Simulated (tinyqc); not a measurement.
Worked calculation: UHF in the sto-3g basis, for BeH, spin multiplicity 2. This run ends on a higher stationary point, not on the lowest solution. One step of it, computed by the program tinyqc.

Task: Iteration 1: building the Fock matrix. J_ij = sum D_kl (ij|kl) with D = D(alpha) + D(beta), K_ij = sum D_kl (ik|jl) for each spin; F = H + J - K(s); E = tr D H + tr D J / 2 - 0.5 sum_s tr D(s) K(s) + E_nn.

D(alpha) at the start, order 1Be 1s, 1Be 2s, 1Be 2px, 1Be 2py, 1Be 2pz, 2H 1s:
```
[[0.001413, -0.007862, 0.000000, 0.000000, -0.011156, 0.040265],
 [-0.007862, 0.043742, 0.000000, 0.000000, 0.062069, -0.224028],
 [0.000000, 0.000000, 1.000000, 0.000000, 0.000000, 0.000000],
 [0.000000, 0.000000, 0.000000, 1.000000, 0.000000, 0.000000],
 [-0.011156, 0.062069, 0.000000, 0.000000, 0.088075, -0.317893],
 [0.040265, -0.224028, 0.000000, 0.000000, -0.317893, 1.147381]]
```

D(beta) at the start, order 1Be 1s, 1Be 2s, 1Be 2px, 1Be 2py, 1Be 2pz, 2H 1s:
```
[[0.001413, -0.007862, 0.000000, 0.000000, -0.011156, 0.040265],
 [-0.007862, 0.043742, 0.000000, 0.000000, 0.062069, -0.224028],
 [0.000000, 0.000000, 0.960528, -0.194715, 0.000000, 0.000000],
 [0.000000, 0.000000, -0.194715, 0.039472, 0.000000, 0.000000],
 [-0.011156, 0.062069, 0.000000, 0.000000, 0.088075, -0.317893],
 [0.040265, -0.224028, 0.000000, 0.000000, -0.317893, 1.147381]]
```

core Hamiltonian H = T + V (hartree), order 1Be 1s, 1Be 2s, 1Be 2px, 1Be 2py, 1Be 2pz, 2H 1s:
```
[[-8.121529, -1.998282, 0.000000, 0.000000, -0.007471, -0.103932],
 [-1.998282, -2.354875, 0.000000, 0.000000, -0.078024, -0.446782],
 [0.000000, 0.000000, -1.869999, 0.000000, 0.000000, 0.000000],
 [0.000000, 0.000000, 0.000000, -1.869999, 0.000000, 0.000000],
 [-0.007471, -0.078024, 0.000000, 0.000000, -1.919994, -0.562072],
 [-0.103932, -0.446782, 0.000000, 0.000000, -0.562072, -1.483981]]
```

Two-electron integrals (ij|kl) in chemists' order, unique and non-zero (hartree):
```
(11|11) 2.298831   (21|11) 0.392036   (21|21) 0.079539   (22|11) 0.570988
(22|21) 0.143041   (22|22) 0.417683   (31|31) 0.014607   (32|31) 0.021888
(32|32) 0.092265   (33|11) 0.569578   (33|21) 0.143083   (33|22) 0.417589
(33|33) 0.449859   (41|41) 0.014607   (42|41) 0.021888   (42|42) 0.092265
(43|43) 0.024249   (44|11) 0.569578   (44|21) 0.143083   (44|22) 0.417589
(44|33) 0.401360   (44|44) 0.449859   (51|51) 0.014607   (52|51) 0.021888
(52|52) 0.092265   (53|53) 0.024249   (54|54) 0.024249   (55|11) 0.569578
(55|21) 0.143083   (55|22) 0.417589   (55|33) 0.401360   (55|44) 0.401360
(55|55) 0.449859   (61|11) 0.019601   (61|21) 0.003984   (61|22) 0.007260
(61|33) 0.007211   (61|44) 0.007211   (61|51) 0.000387   (61|52) 0.000728
(61|55) 0.007361   (61|61) 0.000211   (62|11) 0.078582   (62|21) 0.020139
(62|22) 0.068553   (62|33) 0.065668   (62|44) 0.065668   (62|51) 0.002535
(62|52) 0.018449   (62|55) 0.074247   (62|61) 0.001127   (62|62) 0.021336
(63|31) 0.001369   (63|32) 0.007351   (63|53) 0.002797   (63|63) 0.001385
(64|41) 0.001369   (64|42) 0.007351   (64|54) 0.002797   (64|64) 0.001385
(65|11) 0.098004   (65|21) 0.025309   (65|22) 0.089247   (65|33) 0.084307
(65|44) 0.084307   (65|51) 0.003918   (65|52) 0.028061   (65|55) 0.099020
(65|61) 0.001449   (65|62) 0.030650   (65|65) 0.044545   (66|11) 0.254330
(66|21) 0.065986   (66|22) 0.250240   (66|33) 0.235475   (66|44) 0.235475
(66|51) 0.007427   (66|52) 0.074033   (66|55) 0.279345   (66|61) 0.003679
(66|62) 0.109744   (66|65) 0.163938   (66|66) 0.774606
```

nuclear repulsion = 1.01764848 hartree

Give: Coulomb J; exchange K(alpha); exchange K(beta); F(alpha); F(beta); total energy of this density.

Result:

Coulomb J (hartree), order 1Be 1s, 1Be 2s, 1Be 2px, 1Be 2py, 1Be 2pz, 2H 1s:
```
[[2.2449, 0.5674, 0.0000, 0.0000, 0.0146, 0.0293],
 [0.5674, 1.7605, 0.0000, 0.0000, 0.1397, 0.4141],
 [0.0000, 0.0000, 1.7790, -0.0094, 0.0000, 0.0000],
 [0.0000, 0.0000, -0.0094, 1.7343, 0.0000, 0.0000],
 [0.0146, 0.1397, 0.0000, 0.0000, 1.7667, 0.5768],
 [0.0293, 0.4141, 0.0000, 0.0000, 0.5768, 2.2655]]
```

exchange K(alpha) (hartree), order 1Be 1s, 1Be 2s, 1Be 2px, 1Be 2py, 1Be 2pz, 2H 1s:
```
[[0.0309, 0.0448, 0.0000, 0.0000, -0.0001, 0.0006],
 [0.0448, 0.1924, 0.0000, 0.0000, 0.0094, 0.0609],
 [0.0000, 0.0000, 0.4766, 0.0000, 0.0000, 0.0000],
 [0.0000, 0.0000, 0.0000, 0.4766, 0.0000, 0.0000],
 [-0.0001, 0.0094, 0.0000, 0.0000, 0.0677, 0.0834],
 [0.0006, 0.0609, 0.0000, 0.0000, 0.0834, 0.7470]]
```

exchange K(beta) (hartree), order 1Be 1s, 1Be 2s, 1Be 2px, 1Be 2py, 1Be 2pz, 2H 1s:
```
[[0.0162, 0.0230, 0.0000, 0.0000, -0.0001, -0.0008],
 [0.0230, 0.1002, 0.0000, 0.0000, 0.0094, 0.0535],
 [0.0000, 0.0000, 0.4355, -0.0829, 0.0000, 0.0000],
 [0.0000, 0.0000, -0.0829, 0.0435, 0.0000, 0.0000],
 [-0.0001, 0.0094, 0.0000, 0.0000, 0.0435, 0.0806],
 [-0.0008, 0.0535, 0.0000, 0.0000, 0.0806, 0.7457]]
```

F(alpha) (hartree), order 1Be 1s, 1Be 2s, 1Be 2px, 1Be 2py, 1Be 2pz, 2H 1s:
```
[[-5.9074, -1.4757, 0.0000, 0.0000, 0.0072, -0.0752],
 [-1.4757, -0.7868, 0.0000, 0.0000, 0.0523, -0.0936],
 [0.0000, 0.0000, -0.5676, -0.0094, 0.0000, 0.0000],
 [0.0000, 0.0000, -0.0094, -0.6123, 0.0000, 0.0000],
 [0.0072, 0.0523, 0.0000, 0.0000, -0.2210, -0.0687],
 [-0.0752, -0.0936, 0.0000, 0.0000, -0.0687, 0.0345]]
```

F(beta) (hartree), order 1Be 1s, 1Be 2s, 1Be 2px, 1Be 2py, 1Be 2pz, 2H 1s:
```
[[-5.8928, -1.4538, 0.0000, 0.0000, 0.0072, -0.0739],
 [-1.4538, -0.6946, 0.0000, 0.0000, 0.0523, -0.0862],
 [0.0000, 0.0000, -0.5266, 0.0734, 0.0000, 0.0000],
 [0.0000, 0.0000, 0.0734, -0.1792, 0.0000, 0.0000],
 [0.0072, 0.0523, 0.0000, 0.0000, -0.1967, -0.0659],
 [-0.0739, -0.0862, 0.0000, 0.0000, -0.0659, 0.0359]]
```

total energy of this density = -3.975548 hartree
